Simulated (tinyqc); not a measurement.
The lens: binary melting diagram from solution models of liquid and solid. Computed by tinyqc, a small Python program. Command: `OMP_NUM_THREADS=1 python tinyqc.py 3023622 3023623 out.jsonl melt walk`. One thread of a shared host (Intel(R) Xeon(R) Processor @ 2.30GHz), about 0.01 s of CPU time with the checks.

x is the fraction of B. In a phase with interaction L: mu_A = G_A + R T ln(1 - x) + L x^2, mu_B = G_B + R T ln x + L (1 - x)^2. Melting: G(liquid) - G(solid) = H (1 - T/T_m) for each pure component.

Inputs (values chosen for the exercise, for a model alloy): melting point T_A = 1850 K; melting point T_B = 1025 K; heat of melting H_A = 47.4 kJ/mol; heat of melting H_B = 27.6 kJ/mol; liquid interaction L_L = -2 kJ/mol; solid interaction L_S = 4.4 kJ/mol.

Diagram: complete solid solution (lens).

Constants: R = 8.314462618 J/(mol K).

Method. Equal potentials: F_A = dG_A + R T ln[(1 - xl)/(1 - xs)] + L_L xl^2 - L_S xs^2 = 0, F_B = dG_B + R T ln(xl/xs) + L_L (1 - xl)^2 - L_S (1 - xs)^2 = 0. Newton steps from the ideal values with the exact Jacobian, halved if x would leave (0, 1); stop below 1e-12, residuals under 1e-7 shown as 0.

Liquidus and solidus:
```
T (K)       xl       xs  ideal xl  ideal xs
1809   0.07878  0.01300   0.08751   0.02150
1685   0.29421  0.05833   0.32889   0.09250
1561   0.48002  0.11620   0.53405   0.17564
1438   0.63814  0.19391   0.70075   0.27645
1314   0.77234  0.30975   0.83154   0.40789
1190   0.88217  0.50307   0.92596   0.59098
1066   0.97220  0.84846   0.98663   0.87108
```

What does the comparison show, and why?

The lens is widest among these rows at 1314 K (0.463 in x, ideal 0.424). L_L - L_S = -6.4 kJ/mol, relative to the mixed solid, favours the mixed liquid, and the liquidus lies below the ideal one in every row.
